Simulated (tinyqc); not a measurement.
What each parameter does: two-band k.p model of the X valleys of a zinc-blende crystal.

k along the valley axis, counted from X, c = hbar^2/2m0, e = c k^2/ml. H = [[e - D/2, i P k], [-i P k, e + D/2]] with P^2 = D0 c/ml, so E = e -/+ sqrt(D^2/4 + D0 e). For D = 0 (diamond lattice) the bands cross at X.

With x = D/D0: for x < 1 the minima lie at k_m = sqrt(ml D0 (1 - x^2)/(4 c)), the hump at X has the height dE = (D0/4)(1 - x)^2 and the mass at the minimum is ml/(1 - x^2); the mass at X is ml/(1 - 1/x), negative for x < 1. For x > 1 the minimum is at X.

Thermal masses along the axis for one X point, lower band, E from the minimum, on 1601 points from -0.8 to 0.8 1/angstrom: density-of-states mass m_d = c I^2/(pi kT), I = integral of exp(-E/kT) dk; conductivity mass m_c = 2 c kT/<(dE/dk)^2> with central differences.

Constants: hbar^2/2m0 = 3.80998211 eV angstrom^2; kB = 8.617333262e-05 eV/K.

Parameters, chosen for this exercise (of the order of those of GaP; the results hold for these values, not for the real material): D = 0.349 eV (splitting of the two conduction levels at X); D0 = 0.416 eV (coupling energy); ml = 0.98 m0 (mass along the axis from remote bands); T = 150 K (temperature).

Shape of the lower band and thermal masses. Each row changes one parameter from the base and keeps the others.

Results:

| case | k_m (1/angstrom) | dE (meV) | m_d (m0) | m_c (m0) |
|---|---|---|---|---|
| base | 0.0890 | 2.698 | 8.976 | 3.681 |
| D = 0.3595 eV | 0.0823 | 1.918 | 8.881 | 3.768 |
| D0 = 0.4035 eV | 0.0808 | 1.840 | 8.744 | 3.734 |
| ml = 0.9506 m0 | 0.0877 | 2.698 | 8.707 | 3.571 |
| T = 154.5 K | 0.0890 | 2.698 | 8.852 | 3.651 |

The largest shifts from the base row, up to three for each result and ties (the steps differ in size, so this ranks the rows, not the parameters). k_m (1/angstrom): D0 -0.0082, D -0.0067, ml -0.0013; unchanged at the printed digits by T. dE (meV): D0 -0.857, D -0.779; unchanged at the printed digits by ml and T. m_d (m0): ml -0.269, D0 -0.232, T -0.124. m_c (m0): ml -0.110, D +0.087, D0 +0.053.

(tinyqc, `OMP_NUM_THREADS=1 python tinyqc.py 1850960 1850961 out.jsonl`, Intel(R) Xeon(R) Processor @ 2.30GHz, 1 thread, shared host, about 0.01 s.)
